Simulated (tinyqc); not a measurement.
Inside a calculation. Method: tight binding, kagome lattice. One step of it, computed by the program tinyqc.

Task: Bloch Hamiltonian at K. H_AB = -t1 - t2 exp(-i k.a1), H_AC = -t1 - t2 exp(-i k.a2), H_BC = -t1 - t2 exp(i k.(a1 - a2)), H_CC = delta.

Parameters chosen for this model:
```
parameter     value                unit
t1         1.670000    eV, up triangles
t2         1.670000  eV, down triangles
delta             0        eV on site C
```

k point K (fractions of the reciprocal vectors): 0.333333  0.666667

Give: H(k) at K.

Result:

H(k) at K (eV), lower triangle (Hermitian):
```
                 A                B       C
A           0.0000
B  -0.8350-1.4463i           0.0000
C  -0.8350+1.4463i  -0.8350-1.4463i  0.0000
```
